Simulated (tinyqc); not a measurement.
Gain factor and gap resistance from two string resistances.

Problem. At small bit-line voltage each of the 96 cells has the resistance 1/(K x) at overdrive x (no mobility reduction) in series with a gap resistance Rg. Find K, Rg and the share of the gaps at the higher overdrive.

resistance of a string of 96 equal cells at overdrives of 4.3 and 7.5 V (kohm): [2832.3721, 2197.3333]

Solution. The resistance per cell is a straight line in 1/x with slope 1/K and intercept Rg.

K = 15.00 uA/V^2
Rg = 14.00 kohm
share of the gaps = 61.17 %

Computed by the program tinyqc: `OMP_NUM_THREADS=1 python tinyqc.py 2142047 2142048 out.jsonl`, one thread of a shared Intel Xeon 2.30GHz, about 0.6 s for the whole run.
